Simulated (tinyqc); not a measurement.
Internal photoemission over an interface barrier: one step of the calculation.

Electrons are excited from a metal over the barrier Phi(F) = P0 - sqrt(q F/(4 pi eps0 ei)), whose top lies at xm = sqrt(q/(16 pi eps0 ei F)). The yield is Y = A (hv - Phi)^p exp(-xm/l), with A = 1 here.

Task. Barrier in the field. Lowering P0 - Phi, barrier, position of its top, scattering factor and threshold wavelength.

Inputs (values chosen for the exercise); dielectric values close to those of aluminium oxide:
```
symbol  value   unit                              meaning
P0       3.08     eV                barrier at zero field
ei       3.31                    image-force permittivity
l         4.7     nm  scattering length in the image well
F         2.3  MV/cm              field in the dielectric
```

Constants: q = 1.602176634e-19 C, h = 6.62607015e-34 J s, c = 299792458 m/s, eps0 = 8.8541878128e-14 F/cm where lengths are in cm. Results are converted to the units shown.

Wanted: lowering; Phi; xm; exp(-xm/l); threshold wavelength h c/(q Phi).

Result.

lowering = 316.3 meV
Phi = 2.764 eV
xm = 0.6877 nm
exp(-xm/l) = 0.8639
threshold wavelength h c/(q Phi) = 448.6 nm

tinyqc, about 0.01 s, one thread, Intel Xeon 2.30GHz (shared host): `OMP_NUM_THREADS=1 python tinyqc.py 2410033 2410034 out.jsonl`
